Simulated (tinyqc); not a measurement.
Thickness from the minima: X-ray reflectivity of a thin film on silicon: critical angles, Parratt recursion, fringes and roughness. Computed by tinyqc, a small Python program. Command: `OMP_NUM_THREADS=1 python tinyqc.py 3120953 3120954 out.jsonl xrr walk`. One thread of a shared host (Intel(R) Xeon(R) Processor @ 2.30GHz), about 0.01 s of CPU time with the checks.

n = 1 - delta + i beta; the classical electron radius is r_e = 2.8179403e-6 nm. Layer 0 is vacuum, 1 the film, 2 the substrate.

Inputs (values chosen for the exercise, modelled on SiO2 on silicon, copper K-alpha radiation):

| quantity | value | unit |
|---|---|---|
| wavelength lambda | 0.15406 | nm |
| film density rho | 2.26 | g/cm^3 |
| effective electrons per unit mass, film | 0.498 | mol/g |
| beta/delta, film | 0.013 | - |
| film thickness d | 67.9 | nm |
| roughness of the surface sigma_1 | 0.11 | nm |
| roughness of the interface sigma_2 | 0.52 | nm |
| substrate density | 2.33 | g/cm^3 |
| effective electrons per unit mass, substrate | 0.507 | mol/g |
| beta/delta, substrate | 0.023 | - |
| grazing angle theta | 1.85 | degrees |

Constants: N_A = 6.02214076e+23 1/mol.

Method:
- delta = r_e lambda^2 rho_e/(2 pi), rho_e = density x electrons per mass x N_A; critical angle sqrt(2 delta), q_c = 4 sqrt(pi r_e rho_e).
- k_j = (2 pi/lambda) sqrt(sin^2 theta - 2 delta_j + 2 i beta_j); r_ij = (k_i - k_j)/(k_i + k_j) x exp(-2 k_i k_j sigma^2) (Nevot-Croce); r = (r_01 + r_12 p)/(1 + r_01 r_12 p), p = exp(2 i k_1 d); R = |r|^2.
- Far above the critical angle the period is d theta = lambda/(2 d), or 2 pi/d in q; the envelope runs between (|r_01| - |r_12 p|)^2 and (|r_01| + |r_12 p|)^2; contrast = 2 a b/(a^2 + b^2) with a = |r_01|, b = |r_12 p|; roughness factors on the amplitudes are about exp(-q^2 sigma^2/2).
- Minima of R theta^4 are located on 6001 points over 7.5 periods, from 1.15 times the larger critical angle. With refraction, sin^2(theta_m) = 2 delta + m^2 (lambda/(2 d))^2, m integer or half-integer; the first six minima are used, and the first order is the one that minimises the largest residual of the least-squares line plus the distance of its intercept from 2 delta. Without refraction, d = lambda/(2 x mean step of sin theta).

Constants:

| layer | rho_e (1/nm^3) | delta | beta | critical angle (degrees) | q_c (1/nm) |
|---|---|---|---|---|---|
| film | 677.780 | 7.21474e-06 | 9.37916e-08 | 0.217645 | 0.309845 |
| substrate | 711.402 | 7.57263e-06 | 1.74170e-07 | 0.222977 | 0.317437 |

period in theta = 0.0649999 degrees

Minima:

| order m | theta (degrees) | sin^2 theta |
|---|---|---|
| 2.5 | 0.27503 | 2.3042e-05 |
| 3.5 | 0.31826 | 3.0853e-05 |
| 4.5 | 0.36774 | 4.1193e-05 |
| 5.5 | 0.42144 | 5.4103e-05 |
| 6.5 | 0.47791 | 6.9573e-05 |
| 7.5 | 0.53641 | 8.7647e-05 |

d with refraction = 67.781 nm

d without refraction = 84.429 nm

Against d = 67.9 nm the errors are -0.17 % with and +24.34 % without refraction. The orders are half-integers, as r_01 and r_12 have the same sign for a film less dense than the substrate.

Extremes, crossings and ranges named in words are read from the listed rows.
